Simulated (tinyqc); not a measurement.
# Changing the temperature T

Model: electron mobility of a polar semiconductor by Rode's iterative solution of the Boltzmann equation. Computed by tinyqc, a small Python program. Command: `OMP_NUM_THREADS=1 python tinyqc.py 3019930 3019931 out.jsonl rode sweep`. One thread of a shared host (Intel(R) Xeon(R) Processor @ 2.30GHz), about 0.05 s of CPU time with the checks.

The distribution is f(E) + e F l(E) (-df/dE) cos(theta) for a weak field F, theta counted from the force; l(E) is a mean free path. Elastic processes enter by their momentum rate, polar optical phonons by out- and in-scattering terms. One valley only: where upper valleys lie close, measured mobilities are lower. The density n is prescribed, even where a narrow-gap material would have more intrinsic carriers.

Inputs (values chosen for the exercise, modelled on CdTe): effective mass m = 0.0996 m_0; static permittivity eps_s = 10.2; high-frequency permittivity eps_inf = 7.1; density rho = 5850 kg/m^3; sound velocity v_l = 3490 m/s; acoustic deformation potential D_A = 6.4 eV; optical phonon energy hbar w = 20.9 meV; piezoelectric coupling K = 0.011; electron density n = 8.4e+14 1/cm^3; compensation ratio C = 0.17; grid points per phonon energy s = 8; iteration cap = 200.

Band: parabolic. Elastic processes: acoustic, piezoelectric, impurity.

Constants: k_B = 8.617333262e-05 eV/K; m_0 = 9.1093837015e-31 kg; e = 1.602176634e-19 C; hbar = 1.054571817e-34 J s; eps_0 = 8.8541878128e-12 F/m; k_B = 1.380649e-23 J/K; hbar = 6.582119569e-16 eV s.

Method:
- Parabolic band: E = hbar^2 k^2/(2 m), speed v = hbar k/m, states per spin, volume and energy g(E) = m k/(2 pi^2 hbar^2). Masses are multiplied by m_0 and all formulas are in SI units.
- The reduced Fermi level eta = E_F/(k_B T) solves n = 2 Z int g f dE with f = 1/(1 + exp(x - eta)) (Z = 1 unless valleys are given); screening length L_s = sqrt(eps_s eps_0 k_B T/(e^2 dn/deta)), dn/deta = 2 Z int g f (1 - f) dE.
- Integrals over x = E/(k_B T) use 160 Gauss-Legendre points in u = sqrt(x) from 0 to sqrt(max(eta, 0) + 32).
- N_I = n (1 + C)/(1 - C).
- Phonon occupation N_q = 1/(exp(hbar w/(k_B T)) - 1).
- Acoustic deformation potential (elastic, equipartition, absorption and emission together): 1/tau = 2 pi k_B T D_A^2 g(E)/(hbar rho v_l^2).
- Piezoelectric (elastic, unscreened, momentum relaxation): 1/tau = e^2 K^2 k_B T m (1 + 2 alpha E)/(2 pi eps_s eps_0 hbar^3 k), with alpha = 0 for a parabolic band.
- Singly charged impurities, momentum relaxation: 1/tau = N_I e^4 m (1 + 2 alpha E) Phi/(8 pi (eps_s eps_0)^2 hbar^3 k^3), with alpha = 0 for a parabolic band.
- Brooks-Herring: Phi = ln(1 + b) - b/(1 + b), b = 4 k^2 L_s^2.
- Polar optical, unscreened: W = e^2 w (1/eps_inf - 1/eps_s) m (1 + 2 alpha E') ln|(k + k')/(k - k')| / (4 pi eps_0 hbar^2 k), times N_q for absorption (E' = E + hbar w) and N_q + 1 for emission (E' = E - hbar w > 0), with alpha = 0 for a parabolic band; mean cosine of the angle <cos> = (k^2 + k'^2)/(2 k k') - 1/ln|(k + k')/(k - k')|.
- Energy grid E_j = (j + 1/2) hbar w/s, j = 0, 1, ..., up to (max(eta, 0) + 18) k_B T, so that E_j +/- hbar w are grid points; l = 0 beyond the grid; integrals are sums times the spacing.
- With f' = f(E'): out-scattering S_o = sum over absorption and emission of W (1 - f')/(1 - f); nu = sum of elastic rates; the in-scattering weights are c+ = W_abs <cos> (1 - f')/(1 - f) for E' = E + hbar w and c- likewise for emission.
- Iteration: l_new(E) = [v(E) + c+ l(E + hbar w) + c- l(E - hbar w)]/(nu + S_o), from l = 0.
- mu = e sum g v l f (1 - f) / (3 k_B T sum g f) over the grid; stop when mu changes by less than 1e-8 of itself.
- Self-energy RTA: l = v/(nu + S_o), the first iteration. Momentum RTA: l = v/(nu + S_o - c+ v(E + hbar w)/v - c- v(E - hbar w)/v), listed only where the denominator is positive on the whole grid. The polar-only value solves the same system with nu = 0; the elastic value takes l = v/nu.

One run for each value; columns: (1) temperature T (K); (2) mobility mu (cm^2/(V s)); (3) polar-phonon mobility (cm^2/(V s)); (4) elastic mobility (cm^2/(V s)); (5) error of the self-energy RTA (%); (6) iterations:
```
(1)     (2)    (3)    (4)      (5)  (6)
90   8214.5  11054  57424  -24.121   22
120  4245.6   4935  54757  -32.528   24
150  2750.1   3022  49533  -38.638   26
190  1895.6   2019  42163  -44.542   29
250  1363.1   1432  32921  -50.631   33
320  1086.7   1143  25203  -55.387   38
420   887.5    943  18099  -59.805   42
540   753.2    813  13002  -63.136   45
700   641.6    708   9082  -65.885   48
```

Describe and explain the trends.

Over the rows, mobility mu (cm^2/(V s)) falls from 8210 to 642 (exponent d ln y / d ln x -2.3 between the first rows and -0.62 between the last); polar-phonon mobility (cm^2/(V s)) falls from 11100 to 708 (exponent d ln y / d ln x -2.8 between the first rows and -0.53 between the last); elastic mobility (cm^2/(V s)) falls from 57400 to 9080 (exponent d ln y / d ln x -0.17 between the first rows and -1.4 between the last). Between the first two rows ln(mu_polar) against 1/T has the slope 25.0 meV/k_B, to be set beside hbar w = 20.9 meV, since 1/N_q rules at low T. The self-energy RTA errs most, by 66 %, at 700 K.
